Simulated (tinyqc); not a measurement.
# Worked calculation: ferroelectric switching by domains, regions with a spread of times with Merz's law

Program tinyqc, `OMP_NUM_THREADS=1 python tinyqc.py 2860043 2860044 out.jsonl`; Intel Xeon 2.30GHz, shared host, one thread, about 0.01 s. Printed values are rounded.

A film poled to -Ps gets a pulse V of length t. Field E = V/d, characteristic time tau = t0 exp(Ea/E). The film consists of seven classes of regions, z = -3..3, with weights w_z proportional to exp(-z^2/2) and summing to one, and times tau_z = tau 10^(wd z); the switched share is f = sum w_z [1 - exp(-(t/tau_z)^m)]. P = Ps (2 f - 1).

Inputs (values chosen for the exercise): switchable polarisation Ps = 36 uC/cm^2; time prefactor t0 = 2.4 ns; activation field Ea = 7900 kV/cm; film thickness d = 5 nm; Avrami exponent m = 1; pulse voltage V = 0.69 V; spread of switching times wd = 1 decades; pulse length tp = 670 ns.

## Field and characteristic time

E = V/d, tau = t0 exp(Ea/E).

E = 1380 kV/cm
tau = 735.173 ns

## Switched share of each class after the pulse

w_z, tau_z and f_z = 1 - exp(-(tp/tau_z)^m); f = sum w_z f_z.

```
z          w_z  tau_z (ns)      f_z
-3  0.00443305    0.735173  1.00000
-2   0.0540056     7.35173  1.00000
-1    0.242036     73.5173  0.99989
0     0.399050     735.173  0.59802
1     0.242036     7351.73  0.08711
2    0.0540056     73517.3  0.00907
3   0.00443305   7.35173e5  0.00091
```

f = 0.560664
P after the pulse = 4.36784 uC/cm^2
